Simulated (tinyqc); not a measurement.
Width of the inclusion: polytypes by hexagonality, and a cubic inclusion as a quantum well.

Gap: E3 + (Es - E3) h/hs for h up to hs, then linear from Es to E2 at h = 1. Valence top Ev2 h and polarisation P2 h, both counted from 3C; Ec = Ev + gap.

A cubic inclusion of width L = N d in the host (h = 0.5) is a well of depth V = Ec(host) - Ec(3C). Square well with mass mismatch: k tan(k L/2) = (m_w/m_b) q, k = sqrt(m_w E/c), q = sqrt(m_b (V - E)/c), c = hbar^2/2m0, lowest root. The depth of the level, V - E, is its binding, and the transition to the valence top of the host is gap(host) - (V - E). The step in polarisation gives a field |F| = |P|/(eps eps0) in a thin inclusion, eps0 = 8.8541878e-12 F/m.

Constants: hbar^2/2m0 = 3.80998211 eV angstrom^2.

Values chosen for the exercise (of the order of those of SiC; shifted at random, so the results belong to these values and not to a real crystal):
```
symbol  value           unit      meaning
E3      2.379           eV        gap of the cubic polytype
E2      3.352           eV        gap of 2H
Ev2     0.142           eV        valence top of 2H above that of 3C
P2      -0.0435         C/m^2     spontaneous polarisation of 2H
Es      3.25            eV        gap at the hexagonality hs
hs      0.5                       hexagonality up to which the first line holds
m       (0.306, 0.343)  m0        electron mass along c in the cubic layer and in the host
d       2.526           angstrom  thickness of a double layer
eps     10                        dielectric constant
```

Without the field: square well. With it, the potential inside is |F| (z - L/2), the host conduction edge lies at V - |F| L/2 on one side and V + |F| L/2 on the other, and the lowest level E_F is found by finite differences (step 0.25 angstrom, wide box, good to about 1 meV). Holes sit in the host on the high side, so the transition is gap(host) - V + E_F - |F| L/2. A dash: bound by less than 2 meV or not at all.

Results:
```
N   L (angstrom)  depth (eV)  transition (eV)  depth below the low side, with field (eV)  transition with field (eV)
1           2.53       0.108            3.142                                      0.079                       3.109
2           5.05       0.300            2.950                                      0.241                       2.885
4          10.10       0.574            2.676                                      0.458                       2.544
6          15.16       0.712            2.538                                      0.543                       2.334
8          20.21       0.786            2.464                                      0.573                       2.181
12         30.31       0.857            2.393                                      0.583                       1.922
```

Give the missing row, N = 3, L (angstrom) = 7.58.

Computed row:
```
N  L (angstrom)  depth (eV)  transition (eV)  depth below the low side, with field (eV)  transition with field (eV)
3          7.58       0.460            2.790                                      0.372                       2.692
```

The square well binds a level even at N = 1 (108 meV), as any symmetric one-dimensional well does; the depth grows to 857 of 942 meV, and the transition tends to E3 - Ev(host) = 2.308 eV. With the field the level is bound by 2 meV or more for N = 1, 2, 3, 4, 6, 8 and 12, and the transition is lowered by 33 meV at N = 1 and 470 meV at N = 12, where |F| L/2 = 372 meV. Free carriers or surface charge screen the field and the step between the two sides, and the attraction to the hole, left out here, binds the electron further.

Computed by tinyqc, a small Python program: `OMP_NUM_THREADS=1 python tinyqc.py 1880825 1880826 out.jsonl` (the numbers bound the seed that draws the inputs); one thread of a shared host (Intel(R) Xeon(R) Processor @ 2.30GHz), about 0.04 s for the whole set of steps.
